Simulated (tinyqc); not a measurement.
Static screening by free carriers: one step. Fermi and screening wave vectors. Three cases, with inputs chosen for the exercise.

Question. Also the effective Bohr radius aB = a0 eps/m and rs = (3/(4 pi n))^(1/3)/aB.

kF = (3 pi^2 n/Mv)^(1/3), EF = c kF^2/m with c = hbar^2/2m0, n in 1/angstrom^3 (1e-24 per 1/cm^3), e2 = e^2/(4 pi eps0). Thomas-Fermi: qTF^2 = 6 pi e2 n/(eps EF). Debye: qD^2 = 4 pi e2 n/(eps kB T).

Constants: hbar^2/2m0 = 3.80998211 eV angstrom^2; e^2/(4 pi eps0) = 14.39964547 eV angstrom; kB = 8.617333262e-05 eV/K; a0 (Bohr radius) = 0.5291772105 angstrom.

Case 1.

Values chosen (a free-electron density near that of Al; the results hold for these values, not for the real material):
- n = 1.82e+23 1/cm^3 (carrier density)
- m = 1 m0 (mass of one isotropic valley)
- Mv = 1 (valleys)
- eps = 1 (background dielectric constant)
- T = 300 K

Case 2.

Values chosen (near those of Si; the results hold for these values, not for the real material):
- n = 1.2e+17 1/cm^3 (carrier density)
- m = 0.3301 m0 (mass of one isotropic valley)
- Mv = 6 (valleys)
- eps = 12.4 (background dielectric constant)
- T = 77 K

Case 3.

Values chosen (a free-electron density near that of Al; the results hold for these values, not for the real material):
- n = 1.75e+23 1/cm^3 (carrier density)
- m = 1 m0 (mass of one isotropic valley)
- Mv = 1 (valleys)
- eps = 1 (background dielectric constant)
- T = 300 K

Give: kF; EF at 0 K; EF/kT; qTF; qD; aB; rs.

Answer.

Case 1.

kF = 1.7532 1/angstrom
EF at 0 K = 1.171e+04 meV
EF/kT = 453
qTF = 2.0539 1/angstrom
qD = 35.692 1/angstrom
aB = 0.5292 angstrom
rs = 2.07

The gas is degenerate, so the Thomas-Fermi value applies. With rs above 1 exchange and correlation, left out here, are not small.

Case 2.

kF = 0.0083975 1/angstrom
EF at 0 K = 0.8139 meV
EF/kT = 0.123
qTF = 0.056809 1/angstrom
qD = 0.016245 1/angstrom
aB = 19.88 angstrom
rs = 6.33

The gas is not degenerate, so the Debye value applies.

Case 3.

kF = 1.7304 1/angstrom
EF at 0 K = 1.141e+04 meV
EF/kT = 441
qTF = 2.0405 1/angstrom
qD = 34.999 1/angstrom
aB = 0.5292 angstrom
rs = 2.10

The gas is degenerate, so the Thomas-Fermi value applies. With rs above 1 exchange and correlation, left out here, are not small.

Computed by tinyqc, one run a case: `OMP_NUM_THREADS=1 python tinyqc.py N N+1 out.jsonl` with N = 1651421, 1651434, 1651510; one thread of a shared Intel(R) Xeon(R) Processor @ 2.30GHz, about 0.01 s a run at most.
